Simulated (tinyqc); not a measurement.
Defects against doping: deep level with several charge states.

Energies from Ev. The defect has charge states +1, 0, -1 with weights 1, gm exp((EF - E1)/kT), exp((2 EF - E1 - E2)/kT); the shares are the weights over their sum. Boltzmann carriers: n = Nc exp((EF - Eg)/kT), p = Nv exp(-EF/kT). Neutrality: p - n + Nd + Nt <q> = 0.

Constants: kB = 8.617333262e-05 eV/K.

Parameters, chosen for this exercise (gap and densities of states near those of GaN at this temperature; shifted at random, so the results belong to these values and not to a real crystal): Eg = 3.409 eV (gap); Nc = 2.16e+18 1/cm^3 (conduction-band density of states); Nv = 4.6e+19 1/cm^3 (valence-band density of states); T = 300 K; E1 = 1.304 eV (level (+1/0) above Ev); E2 = 1.791 eV (level (0/-1) above Ev); gm = 2 (degeneracy of the middle state, the others 1); Nd = -1.2e+17 1/cm^3 (ionised shallow donors minus acceptors).

Nt takes the listed multiples of |Nd|; the resistivity uses mobilities of 1000 (electrons) and 300 (holes) cm^2/(V s), chosen for the exercise, and e = 1.602176634e-19 C.

Neutral state:

| Nt/\|Nd\| | EF (eV) | n (1/cm^3) | p (1/cm^3) | rho (ohm cm) |
|---|---|---|---|---|
| 0.01 | 0.1541 | 4.51e-37 | 1.19e+17 | 0.175 |
| 0.10 | 0.1565 | 4.96e-37 | 1.08e+17 | 0.193 |
| 0.30 | 0.1630 | 6.37e-37 | 8.40e+16 | 0.248 |
| 0.60 | 0.1775 | 1.12e-36 | 4.80e+16 | 0.433 |
| 0.90 | 0.2133 | 4.46e-36 | 1.20e+16 | 1.73 |
| 1.10 | 1.2266 | 4.69e-19 | 0.114 | 1.82e+17 |
| 1.50 | 1.2682 | 2.34e-18 | 0.0228 | 9.11e+17 |
| 3.00 | 1.3040 | 9.38e-18 | 0.00571 | 3.64e+18 |
| 10.00 | 1.3429 | 4.22e-17 | 0.00127 | 1.64e+19 |

EF goes from 0.154 to 1.343 eV and the resistivity from 0.175 to 1.64e+19 ohm cm, with a largest value of 1.64e+19 (values above about 1e13 are formal: hopping and surfaces conduct more). The largest move of EF, +1.013 eV, comes between Nt/|Nd| = 0.9 and 1.1; the levels lie at 1.304 and 1.791 eV. A defect can take up to one carrier of either sign, so the doping can be cancelled no earlier than Nt = |Nd|, there only if EF lies well beyond the level that takes the carriers and otherwise at larger Nt (mean charge +0.10 in the last row).

tinyqc: `OMP_NUM_THREADS=1 python tinyqc.py 1680934 1680935 out.jsonl`; about 0.01 s, one thread, shared Intel(R) Xeon(R) Processor @ 2.30GHz.
